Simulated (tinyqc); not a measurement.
Junctionless gate-all-around wire, depletion approximation: one step of the calculation.

A uniformly doped n-type wire of radius R under a surrounding gate; long channel. Below flat band a shell from radius rc to R is fully depleted and the neutral core, at channel potential V (0 at the source, Vd at the drain), carries the current with constant mobility; s = (rc/R)^2 is the share of the cross-section that conducts. The edge of the depleted shell is taken as abrupt, so there is no subthreshold current.

Task. Conducting share at the source by Newton steps. With V = 0: f = A (1 - s + s ln s) + B (1 - s) - (Vfb - Vg); f' = A ln s - B; s(new) = s - f/f'.

Values chosen for this exercise:
```
symbol,value,unit,meaning
Vfb,0.55,V,flat-band voltage
Vg,0.02,V,gate voltage
```

s after iteration 1 = 0.14849163
A = 0.43622184 V
B = 0.33502236 V

Give: f; f'; s after iteration 2.

Result.

f = 0.003180 V
f' = -1.167 V
s after iteration 2 = 0.1512

tinyqc, about 0.01 s, one thread, Intel Xeon 2.30GHz (shared host): `OMP_NUM_THREADS=1 python tinyqc.py 2460012 2460013 out.jsonl`
